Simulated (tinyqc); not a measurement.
# Capacitances against the relative permittivity between the lines

Endless row of lines of width wl, height tl and space sl between grounded planes at distance hd; e2 fills the gaps beside the lines, e1 the rest. Laplace's equation is solved on meshes of 3, 6 and 12 steps per unit u and extrapolated (Aitken), which is good to about 0.2 %. C_even (all lines at 1 V) is the capacitance Cg to the planes; C_odd (neighbours in antiphase) = Cg + 4 Cc if only nearest neighbours couple, which defines Cc; total with quiet neighbours Cg + 2 Cc. Plate values 2 eps0 e1 wl/hd and eps0 e2 tl/sl.

Values chosen for this exercise: relative permittivity above and below the lines e1 = 3.9; line width, in units u wl = 4 u; line height tl = 12 u; space between lines sl = 4 u; distance to each plane hd = 8 u.

Constants: eps0 = 8.8541878128e-12 F/m. Results are converted to the units shown.

The same in every row: plate Cg (aF/um) = 34.5.

Results:
```
e2	Cg (aF/um)	Cc (aF/um)	Cg + 2 Cc (aF/um)	C_odd (aF/um)	plate Cc (aF/um)	share of coupling, 2 Cc/(Cg + 2 Cc) (%)
1	64.1	46.0	156	248	26.6	58.9
1.5	64.7	59.3	183	302	39.8	64.7
2	65.2	72.7	211	356	53.1	69.0
2.5	65.6	86.0	238	410	66.4	72.4
3	65.9	99.4	265	463	79.7	75.1
5	66.7	153	372	677	133	82.1
7	67.2	206	479	891	186	86.0
```

Estimate the missing row, e2 = 3.9.

Computed row:
```
e2	Cg (aF/um)	Cc (aF/um)	Cg + 2 Cc (aF/um)	C_odd (aF/um)	plate Cc (aF/um)	share of coupling, 2 Cc/(Cg + 2 Cc) (%)
3.9	66.3	123	313	560	104	78.8
```

With this row back in the table: As e2 goes from 1 to 7, Cg rises from 64.1 to 67.2 aF/um, Cc rises from 46.0 to 206 aF/um and the share of coupling rises from 58.9 to 86.0 %. Cg is 1.86 times its plate value in the first row and 1.95 times in the last; for Cc the ratios are 1.73 and 1.11. Neighbours in antiphase raise the load by a factor of 1.59 and 1.86 over quiet ones. In every row the planes are farther than 0.8 of the pitch, so second neighbours couple too and Cg + 2 Cc understates the quiet load by a per cent or more.

Computed by the program tinyqc: `OMP_NUM_THREADS=1 python tinyqc.py 2790102 2790103 out.jsonl`, one thread of a shared Intel Xeon 2.30GHz, about 1 s for the whole run.
